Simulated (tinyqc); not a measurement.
Kinetics of strain relaxation and threading dislocations in mismatched semiconductor layers. From one set of inputs to another, one input at a time. Computed by tinyqc, a small Python program. Command: `OMP_NUM_THREADS=1 python tinyqc.py 3023954 3023955 out.jsonl threading ladder`. One thread of a shared host (Intel(R) Xeon(R) Processor @ 2.30GHz), about 0.01 s of CPU time with the checks.

60-degree dislocations on {111} planes of a (001) layer, isotropic elasticity. The Schmid factor is 1/sqrt(6), and a misfit segment relieves strain with b/2.

The inputs printed are set A. Inputs not listed in the table keep their values of set A, so the rows need not describe a real material.

Inputs (values chosen for the exercise, modelled on Ge on Si): misfit f = 0.044; shear modulus G = 57.4 GPa; Poisson ratio nu = 0.26; Burgers vector b = 4 angstrom; glide activation energy Q = 1.62 eV; velocity prefactor v0 = 38000 m/s per MPa; layer thickness h = 14 nm; anneal temperature T = 598 K; anneal time t = 15 s; initial thread density rho_0 = 7.1e+07 1/cm^2; multiplication constant delta = 22000 1/m; reaction radius r_A = 5.6 nm; final thickness of a thick uniform layer H = 1.1 micrometre; aspect ratio of a trench = 1.3.

Sources: multiplication.

Constants: k_B = 8.617333262e-05 eV/K.

Method:
- Excess resolved stress tau = (1/sqrt 6) [2 G (1 + nu)/(1 - nu)] (e - e_eq), e_eq = b (1 - nu/4) [ln(h/b) + 1]/(4 pi (1 + nu) h), the Matthews-Blakeslee strain of an uncapped layer; glide velocity v = v0 tau exp(-Q/(k_B T)), tau in MPa.
- Threads run in two directions, so de/dt = -(b/4) rho v, and they multiply as d rho/dt = delta rho v. With x = e - e_eq, x0 = f - e_eq (fully strained at t = 0) and v = m S x (m the mobility, S x = tau): rho = rho_0 + (4 delta/b)(x0 - x), so dx/dt = -k x (a - x), k = delta m S, a = x0 + b rho_0/(4 delta): a logistic law, x = a/[1 + (a/x0 - 1) exp(k a t)].
- The half time is that at which x = x0/2.
- A separate case, a thick relaxed layer. Pair reactions during growth: d rho/dh = -K rho^2 with K = 2 r_A tan(psi) and threads inclined by psi = 45 degrees (the <110> lines of {111} planes), so rho = 1/(K H) for a layer that starts with far more threads than that, as highly mismatched layers do. In a trench along [110] a thread on {111} rises at 54.74 degrees across the width, and leaves through the wall below the height w tan(54.74 degrees) = sqrt(2) w; the share of threads, evenly spread over the floor, that reach the top is max(0, 1 - a/sqrt 2) for the aspect ratio a.

Each row keeps all changes above it:
```
input moved                                from        to  excess stress tau (MPa)  half time (s)  thread density at H (1/cm^2)
set A                                         -         -                   2897.9     4.4052e+01                    8.1169e+09
layer thickness h (nm)                       14       100                   3388.3     4.0108e+01                    8.1169e+09
multiplication constant delta (1/m)       22000     12000                   3388.3     5.6624e+01                    8.1169e+09
misfit f                                  0.044   0.00975                    655.1     1.0674e+02                    8.1169e+09
initial thread density rho_0 (1/cm^2)  71000000  23000000                    655.1     2.2429e+02                    8.1169e+09
shear modulus G (GPa)                      57.4        55                    627.7     2.3408e+02                    8.1169e+09
anneal temperature T (K)                    598       759                    627.7     2.9736e-01                    8.1169e+09
reaction radius r_A (nm)                    5.6        45                    627.7     2.9736e-01                    1.0101e+09
```

Which inputs carry the difference?

Excess stress tau goes from 2900 to 628, a factor 0.217 in all. The largest single move comes from misfit f (a factor 0.193). Half time goes from 44.1 to 0.297, a factor 0.00675 in all. The largest single move comes from anneal temperature T (a factor 0.00127), and initial thread density rho_0 works against it (a factor 2.10). Thread density at H goes from 8.12e9 to 1.01e9, a factor 0.124 in all. The largest single move comes from reaction radius r_A (a factor 0.124). The single moves hold for this order of the switches; the total does not depend on the order.

Caution (rows set A, layer thickness h, multiplication constant delta): at stresses above about 1 GPa the linear velocity law understates glide, as stress lowers the kink barrier. Caution (rows set A, layer thickness h, multiplication constant delta): at such misfit the layer islands and relaxes during the first nanometres, so a uniform strained start is an idealisation. Caution (rows misfit f, initial thread density rho_0, shear modulus G, anneal temperature T, reaction radius r_A): at this small misfit a layer may start with fewer threads than 1/(K H), which is then only an upper bound.

Extremes, crossings and ranges named in words are read from the listed rows.
